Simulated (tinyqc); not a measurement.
Inside a calculation. Method: RHF in the cc-pvdz basis, for He, spin multiplicity 1. Computed by tinyqc, a small Python program that keeps every step (integrals from PySCF). Settings: charge = 0, multiplicity = 1, basis = cc-pvdz, energy threshold = 1e-09, iteration cap = 72, orthogonalisation = symmetric, start = random, DIIS depth = 0, method = RHF. Command: `OMP_NUM_THREADS=1 python tinyqc.py 27448 27449 out.jsonl` (the two numbers bound the seeds that draw the settings). One thread of a shared host (Intel(R) Xeon(R) Processor @ 2.60GHz), about 0.03 s of CPU time with the checks. Later iterations appear only in the table of the cycle.

## One-electron integrals

Geometry (angstrom):
```
atom,x,y,z
He,0.00000,0.00000,0.00000
```

Basis cc-pvdz: exponents (1/bohr^2) and contraction coefficients of normalised primitives:
```
element,l (shell),exponent,coefficient
He,s (1),38.36000,0.04018
He,s (1),5.77000,0.26137
He,s (1),1.24000,0.79307
He,s (2),0.29760,1.00000
He,p (3),1.27500,1.00000
```

Overlap, kinetic and nuclear-attraction integrals over the contracted functions; the nuclear repulsion is the sum of Za Zb / Rab.

nuclear repulsion = 0 hartree

overlap S, lower triangle:
```
,1He 1s,1He 2s,1He 2px,1He 2py,1He 2pz
1He 1s,1.00000
1He 2s,0.63417,1.00000
1He 2px,0.00000,0.00000,1.00000
1He 2py,0.00000,0.00000,0.00000,1.00000
1He 2pz,0.00000,0.00000,0.00000,0.00000,1.00000
```

kinetic energy T (hartree), lower triangle:
```
,1He 1s,1He 2s,1He 2px,1He 2py,1He 2pz
1He 1s,2.92243
1He 2s,0.46666,0.44640
1He 2px,0.00000,0.00000,3.18750
1He 2py,0.00000,0.00000,0.00000,3.18750
1He 2pz,0.00000,0.00000,0.00000,0.00000,3.18750
```

nuclear attraction V (hartree), lower triangle:
```
,1He 1s,1He 2s,1He 2px,1He 2py,1He 2pz
1He 1s,-4.80269
1He 2s,-2.01245,-1.74107
1He 2px,0.00000,0.00000,-2.40250
1He 2py,0.00000,0.00000,0.00000,-2.40250
1He 2pz,0.00000,0.00000,0.00000,0.00000,-2.40250
```

core Hamiltonian H = T + V (hartree), lower triangle:
```
,1He 1s,1He 2s,1He 2px,1He 2py,1He 2pz
1He 1s,-1.88025
1He 2s,-1.54579,-1.29467
1He 2px,0.00000,0.00000,0.78500
1He 2py,0.00000,0.00000,0.00000,0.78500
1He 2pz,0.00000,0.00000,0.00000,0.00000,0.78500
```

## Two-electron integrals

Functions are numbered as in S; the eight-fold symmetry (ij|kl) = (ji|kl) = (kl|ij) leaves the list below.

Two-electron integrals (ij|kl) in chemists' order, unique and non-zero (hartree):
```
i,j,k,l,(ij|kl)
1,1,1,1,1.54304
2,1,1,1,0.78498
2,1,2,1,0.42677
2,2,1,1,0.80346
2,2,2,1,0.47591
2,2,2,2,0.61556
3,1,3,1,0.17731
3,2,3,1,0.14252
3,2,3,2,0.13001
3,3,1,1,1.09980
3,3,2,1,0.62778
3,3,2,2,0.73440
3,3,3,3,1.04053
4,1,4,1,0.17731
4,2,4,1,0.14252
4,2,4,2,0.13001
4,3,4,3,0.06371
4,4,1,1,1.09980
4,4,2,1,0.62778
4,4,2,2,0.73440
4,4,3,3,0.91312
4,4,4,4,1.04053
5,1,5,1,0.17731
5,2,5,1,0.14252
5,2,5,2,0.13001
5,3,5,3,0.06371
5,4,5,4,0.06371
5,5,1,1,1.09980
5,5,2,1,0.62778
5,5,2,2,0.73440
5,5,3,3,0.91312
5,5,4,4,0.91312
5,5,5,5,1.04053
```

## Orthogonalisation

S = U s U^T; symmetric (Loewdin) form X = U s^(-1/2) U^T, so that X^T S X = 1.

eigenvalues of S: 0.36583  1.00000  1.00000  1.00000  1.63417

X, lower triangle:
```
,1He 1s,1He 2s,1He 2px,1He 2py,1He 2pz
1He 1s,1.21779
1He 2s,-0.43553,1.21779
1He 2px,0.00000,0.00000,1.00000
1He 2py,0.00000,0.00000,0.00000,1.00000
1He 2pz,0.00000,0.00000,0.00000,0.00000,1.00000
```

## Starting guess

The start is random orthonormal orbitals; D = 2 C_occ C_occ^T.

D at the start, lower triangle:
```
,1He 1s,1He 2s,1He 2px,1He 2py,1He 2pz
1He 1s,0.53389
1He 2s,-0.27621,0.14289
1He 2px,-0.87626,0.45333,1.43818
1He 2py,0.14289,-0.07392,-0.23452,0.03824
1He 2pz,0.32441,-0.16783,-0.53244,0.08682,0.19712
```

## Iteration 1: building the Fock matrix

J_ij = sum D_kl (ij|kl), K_ij = sum D_kl (ik|jl); F = H + J - 0.5 K; E = tr D H + tr D J / 2 - 0.25 tr D K + E_nn.

Coulomb J (hartree), lower triangle:
```
,1He 1s,1He 2s,1He 2px,1He 2py,1He 2pz
1He 1s,2.34554
1He 2s,1.30196,1.48307
1He 2px,-0.18151,-0.13190,2.05670
1He 2py,0.02960,0.02151,-0.02988,1.87833
1He 2pz,0.06720,0.04883,-0.06784,0.01106,1.89857
```

exchange K (hartree), lower triangle:
```
,1He 1s,1He 2s,1He 2px,1He 2py,1He 2pz
1He 1s,0.74789
1He 2s,0.38582,0.27049
1He 2px,-0.76987,-0.28312,1.54597
1He 2py,0.12554,0.04617,-0.22909,0.17848
1He 2pz,0.28502,0.10482,-0.52010,0.08481,0.33367
```

Fock matrix F (hartree), lower triangle:
```
,1He 1s,1He 2s,1He 2px,1He 2py,1He 2pz
1He 1s,0.09134
1He 2s,-0.43674,0.05316
1He 2px,0.20342,0.00966,2.06871
1He 2py,-0.03317,-0.00158,0.08466,2.57409
1He 2pz,-0.07531,-0.00358,0.19221,-0.03134,2.51673
```

total energy of this density = 2.0958181 hartree

## Iteration 1: diagonalisation and new density

Diagonalise F' = X^T F X, C = X C', fill 1 alpha and 1 beta electrons from the bottom; D = 2 C_occ C_occ^T. Each column has its largest component positive (the first on a tie).

F' = X^T F X (hartree), lower triangle:
```
,1,2,3,4,5
1,0.60883
2,-0.80718,0.55945
3,0.24352,-0.07683,2.06871
4,-0.03971,0.01253,0.08466,2.57409
5,-0.09016,0.02845,0.19221,-0.03134,2.51673
```

orbital energies (hartree): MO1 -0.23041, MO2 1.30379, MO3 2.07865, MO4 2.58789, MO5 2.58789

coefficients C:
```
,MO1,MO2,MO3,MO4,MO5
1He 1s,0.54444,-1.09393,0.42380,0.00000,0.00000
1He 2s,0.56005,1.10804,-0.36236,0.00000,0.00000
1He 2px,-0.05246,0.31153,0.87153,0.21654,0.30619
1He 2py,0.00856,-0.05080,-0.14212,-0.53143,0.83351
1He 2pz,0.01942,-0.11533,-0.32266,0.81896,0.45991
```

D after iteration 1, lower triangle:
```
,1He 1s,1He 2s,1He 2px,1He 2py,1He 2pz
1He 1s,0.59283
1He 2s,0.60982,0.62730
1He 2px,-0.05713,-0.05876,0.00550
1He 2py,0.00932,0.00958,-0.00090,0.00015
1He 2pz,0.02115,0.02176,-0.00204,0.00033,0.00075
```

Within a degenerate level the vectors are fixed only up to a rotation; this is one choice.

## Iteration 2: building the Fock matrix

As before.

Coulomb J (hartree), lower triangle:
```
,1He 1s,1He 2s,1He 2px,1He 2py,1He 2pz
1He 1s,2.38322
1He 2s,1.28843,1.44760
1He 2px,-0.03701,-0.03156,1.88491
1He 2py,0.00603,0.00515,-0.00011,1.88423
1He 2pz,0.01370,0.01169,-0.00026,0.00004,1.88431
```

exchange K (hartree), lower triangle:
```
,1He 1s,1He 2s,1He 2px,1He 2py,1He 2pz
1He 1s,2.14101
1He 2s,1.51504,1.22042
1He 2px,-0.11822,-0.09480,0.36628
1He 2py,0.01928,0.01546,-0.00088,0.36105
1He 2pz,0.04377,0.03510,-0.00199,0.00032,0.36164
```

Fock matrix F (hartree), lower triangle:
```
,1He 1s,1He 2s,1He 2px,1He 2py,1He 2pz
1He 1s,-0.56754
1He 2s,-1.01487,-0.45728
1He 2px,0.02210,0.01584,2.48677
1He 2py,-0.00360,-0.00258,0.00032,2.48870
1He 2pz,-0.00818,-0.00586,0.00074,-0.00012,2.48848
```

total energy of this density = -2.8286923 hartree

## Iteration 2: diagonalisation and new density

As before.

F' = X^T F X (hartree), lower triangle:
```
,1,2,3,4,5
1,0.14814
2,-1.15404,0.29075
3,0.02002,0.00966,2.48677
4,-0.00326,-0.00158,0.00032,2.48870
5,-0.00741,-0.00358,0.00074,-0.00012,2.48848
```

orbital energies (hartree): MO1 -0.93695, MO2 1.37563, MO3 2.48664, MO4 2.48876, MO5 2.48876

coefficients C:
```
,MO1,MO2,MO3,MO4,MO5
1He 1s,0.58895,-1.15140,0.01140,0.00000,0.00000
1He 2s,0.51678,1.18560,-0.00423,0.00000,0.00000
1He 2px,-0.00619,0.00601,0.92698,0.00965,0.37489
1He 2py,0.00101,-0.00098,-0.15116,0.92447,0.35000
1He 2pz,0.00229,-0.00222,-0.34319,-0.38113,0.85846
```

D after iteration 2, lower triangle:
```
,1He 1s,1He 2s,1He 2px,1He 2py,1He 2pz
1He 1s,0.69374
1He 2s,0.60872,0.53412
1He 2px,-0.00730,-0.00640,0.00008
1He 2py,0.00119,0.00104,-0.00001,0.00000
1He 2pz,0.00270,0.00237,-0.00003,0.00000,0.00001
```

Within a degenerate level the vectors are fixed only up to a rotation; this is one choice.

## Iteration 3: building the Fock matrix

As before.

Coulomb J (hartree), lower triangle:
```
,1He 1s,1He 2s,1He 2px,1He 2py,1He 2pz
1He 1s,2.45536
1He 2s,1.31838,1.46562
1He 2px,-0.00441,-0.00374,1.91960
1He 2py,0.00072,0.00061,0.00000,1.91959
1He 2pz,0.00163,0.00139,0.00000,0.00000,1.91959
```

exchange K (hartree), lower triangle:
```
,1He 1s,1He 2s,1He 2px,1He 2py,1He 2pz
1He 1s,2.25408
1He 2s,1.54764,1.20425
1He 2px,-0.01425,-0.01115,0.36604
1He 2py,0.00232,0.00182,-0.00001,0.36596
1He 2pz,0.00527,0.00413,-0.00003,0.00000,0.36597
```

Fock matrix F (hartree), lower triangle:
```
,1He 1s,1He 2s,1He 2px,1He 2py,1He 2pz
1He 1s,-0.55193
1He 2s,-1.00122,-0.43117
1He 2px,0.00271,0.00183,2.52158
1He 2py,-0.00044,-0.00030,0.00000,2.52161
1He 2pz,-0.00100,-0.00068,0.00001,0.00000,2.52160
```

total energy of this density = -2.8548473 hartree

## Iteration 3: diagonalisation and new density

As before.

F' = X^T F X (hartree), lower triangle:
```
,1,2,3,4,5
1,0.16176
2,-1.15333,0.31794
3,0.00250,0.00105,2.52158
4,-0.00041,-0.00017,0.00000,2.52161
5,-0.00093,-0.00039,0.00001,0.00000,2.52160
```

orbital energies (hartree): MO1 -0.91612, MO2 1.39582, MO3 2.52158, MO4 2.52161, MO5 2.52161

coefficients C:
```
,MO1,MO2,MO3,MO4,MO5
1He 1s,0.59234,-1.14972,0.00151,0.00000,0.00000
1He 2s,0.51331,1.18711,-0.00066,0.00000,0.00000
1He 2px,-0.00074,0.00084,0.92702,0.33386,0.17080
1He 2py,0.00012,-0.00014,-0.15117,0.74948,-0.64454
1He 2pz,0.00027,-0.00031,-0.34320,0.57168,0.74525
```

D after iteration 3, lower triangle:
```
,1He 1s,1He 2s,1He 2px,1He 2py,1He 2pz
1He 1s,0.70173
1He 2s,0.60811,0.52698
1He 2px,-0.00088,-0.00076,0.00000
1He 2py,0.00014,0.00012,0.00000,0.00000
1He 2pz,0.00032,0.00028,0.00000,0.00000,0.00000
```

Within a degenerate level the vectors are fixed only up to a rotation; this is one choice.

## Iteration 7 (converged): orbitals

converged F (hartree), lower triangle:
```
,1He 1s,1He 2s,1He 2px,1He 2py,1He 2pz
1He 1s,-0.55043
1He 2s,-0.99987,-0.42882
1He 2px,0.00000,0.00000,2.52437
1He 2py,0.00000,0.00000,0.00000,2.52437
1He 2pz,0.00000,0.00000,0.00000,0.00000,2.52437
```

As before.

F' = X^T F X (hartree), lower triangle:
```
,1,2,3,4,5
1,0.16301
2,-1.15312,0.32029
3,0.00000,0.00000,2.52437
4,0.00000,0.00000,0.00000,2.52437
5,0.00000,0.00000,0.00000,0.00000,2.52437
```

orbital energies (hartree): MO1 -0.91415, MO2 1.39744, MO3 2.52437, MO4 2.52437, MO5 2.52437

coefficients C:
```
,MO1,MO2,MO3,MO4,MO5
1He 1s,0.59262,-1.14957,0.00000,0.00000,0.00000
1He 2s,0.51303,1.18723,0.00000,0.00000,0.00000
1He 2px,0.00000,0.00000,0.92702,0.30875,0.21287
1He 2py,0.00000,0.00000,-0.15117,-0.21181,0.96555
1He 2pz,0.00000,0.00000,-0.34320,0.92726,0.14968
```

D after iteration 7, lower triangle:
```
,1He 1s,1He 2s,1He 2px,1He 2py,1He 2pz
1He 1s,0.70239
1He 2s,0.60806,0.52639
1He 2px,0.00000,0.00000,0.00000
1He 2py,0.00000,0.00000,0.00000,0.00000
1He 2pz,0.00000,0.00000,0.00000,0.00000,0.00000
```

Within a degenerate level the vectors are fixed only up to a rotation; this is one choice.

## Convergence

Stop when the energy changes by less than 1e-09 hartree and every element of the error matrix X^T (F D S - S D F) X is below 9e-06.

Course of the cycle:
```
iteration,E (hartree),change,largest element of the error matrix
1,2.0958181,-,1.14e+00
2,-2.8286923,-4.92e+00,2.29e-01
3,-2.8548473,-2.62e-02,2.74e-02
4,-2.8551564,-3.09e-04,3.28e-03
5,-2.8551604,-4.06e-06,3.93e-04
6,-2.8551605,-5.61e-08,4.70e-05
7,-2.8551605,-7.92e-10,5.63e-06
```

PySCF RHF in the same basis = -2.8551605 hartree

Converged in 7 iterations.

## Populations

Mulliken: Z minus the diagonal of D S on the atom; Loewdin: the same with S^(1/2) D S^(1/2).

Charges (e):
```
atom,Mulliken,Loewdin
1He,0,0
```
